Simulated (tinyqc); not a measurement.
Which substrate gives the strongest standing wave: standing waves and exposure in a photoresist film.

Inputs chosen for the exercise: lam = 193 nm (vacuum wavelength); n1 = 1.699 (resist index); A = 0.04 1/micrometre (bleachable absorption (Dill A)); B = 0.8 1/micrometre (fixed absorption (Dill B)).

r12 = (N1 - Ns)/(N1 + Ns) with N1 = n1 + i (A + B) lam/(4 pi), lam in micrometres, and Ns = ns + i ks chosen for the exercise, each substrate thick; contrast 2|r|/(1 + |r|^2); the intensity at the interface relative to the forward wave is |1 + r12|^2.

Cases:
```
case            ns     ks
near Al      0.110  2.220
near Si3N4   2.611  0.258
near Si      0.891  2.835
near polySi  1.020  2.263
near W       1.281  3.055
```

Rank the cases by |r12|^2, lowest first.

Answer: near Si3N4, near polySi, near W, near Si, near Al.

Results:
```
case            ns     ks  |r12|^2  contrast  phase (degrees)  |1 + r12|^2
near Al      0.110  2.220   0.8956     0.998           -105.2        1.398
near Si3N4   2.611  0.258   0.0478     0.417           -168.6        0.619
near Si      0.891  2.835   0.5815     0.964           -121.7        0.779
near polySi  1.020  2.263   0.4394     0.921           -113.1        0.918
near W       1.281  3.055   0.5155     0.948           -128.0        0.631
```

The strongest reflector is the case near Al (0.896) and the weakest near Si3N4 (0.0478). The intensity at the interface depends on the phase too: it is lowest for the case near Si3N4 (0.619, phase -169 degrees) and highest for near Al (1.398); a strong reflector with a phase of 180 degrees would put a node there.

Run: tinyqc, `OMP_NUM_THREADS=1 python tinyqc.py 1681927 1681928 out.jsonl`; Intel(R) Xeon(R) Processor @ 2.30GHz, one thread, shared host; about 0.01 s of CPU time with all checks.
